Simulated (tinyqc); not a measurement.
Worked calculation: tight binding, kagome lattice. Computed by tinyqc, a small Python program that keeps every step. Settings: t1 = 0.7, t2 = 0.89, delta = 0, bands filled = 2. Command: `OMP_NUM_THREADS=1 python tinyqc.py 27845 27846 out.jsonl` (the two numbers bound the seeds that draw the settings). One thread of a shared host (Intel(R) Xeon(R) Processor @ 2.60GHz), about 0.01 s of CPU time with the checks.

## Bloch Hamiltonian at k

Parameters chosen for this model:

| parameter | value | unit |
|---|---|---|
| t1 | 0.700000 | eV, up triangles |
| t2 | 0.890000 | eV, down triangles |
| delta | 0 | eV on site C |

k point k (fractions of the reciprocal vectors): -0.010000  0.050000

H_AB = -t1 - t2 exp(-i k.a1), H_AC = -t1 - t2 exp(-i k.a2), H_BC = -t1 - t2 exp(i k.(a1 - a2)), H_CC = delta.

H(k) at k (eV), lower triangle (Hermitian):
```
                     A                    B         C
A             0.000000
B  -1.588244+0.055884i             0.000000
C  -1.546440-0.275025i  -1.527501-0.327631i  0.000000
```

## Levels at k

Diagonalise the Hermitian matrix.

eigenvalues (eV): -3.148143  1.558143  1.590000

weights |c|^2 of the basis functions:
```
     band 1    band 2    band 3
A  0.335001  0.085311  0.579688
B  0.333812  0.262165  0.404023
C  0.331187  0.652524  0.016289
```

## Bloch Hamiltonian at K

k point K (fractions of the reciprocal vectors): 0.333333  0.666667

As before.

H(k) at K (eV), lower triangle (Hermitian):
```
                     A                    B         C
A             0.000000
B  -0.255000-0.770763i             0.000000
C  -0.255000+0.770763i  -0.255000-0.770763i  0.000000
```

## Levels at K

As before.

eigenvalues (eV): -1.080000  -0.510000  1.590000

weights |c|^2 of the basis functions:
```
     band 1    band 2    band 3
A  0.333333  0.333333  0.333333
B  0.333333  0.333333  0.333333
C  0.333333  0.333333  0.333333
```

## Bands along a path

The same steps at evenly spaced points between the labelled ones.

Bands along the path (eV):

| k | band 1 | band 2 | band 3 |
|---|---|---|---|
| G | -3.180000 | 1.590000 | 1.590000 |
| G-K 0.25 | -2.970169 | 1.380169 | 1.590000 |
| G-K 0.50 | -2.399127 | 0.809127 | 1.590000 |
| G-K 0.75 | -1.634181 | 0.044181 | 1.590000 |
| K | -1.080000 | -0.510000 | 1.590000 |
| K-M 0.25 | -1.228722 | -0.361278 | 1.590000 |
| K-M 0.50 | -1.439275 | -0.150725 | 1.590000 |
| K-M 0.75 | -1.583800 | -0.006200 | 1.590000 |
| M | -1.634181 | 0.044181 | 1.590000 |
| M-K' 0.25 | -1.583800 | -0.006200 | 1.590000 |
| M-K' 0.50 | -1.439275 | -0.150725 | 1.590000 |
| M-K' 0.75 | -1.228722 | -0.361278 | 1.590000 |
| K' | -1.080000 | -0.510000 | 1.590000 |

With 2 band(s) filled, the highest filled level on these points lies at G and the lowest empty one at K-M 0.50: the bands touch or overlap, so there is no gap.
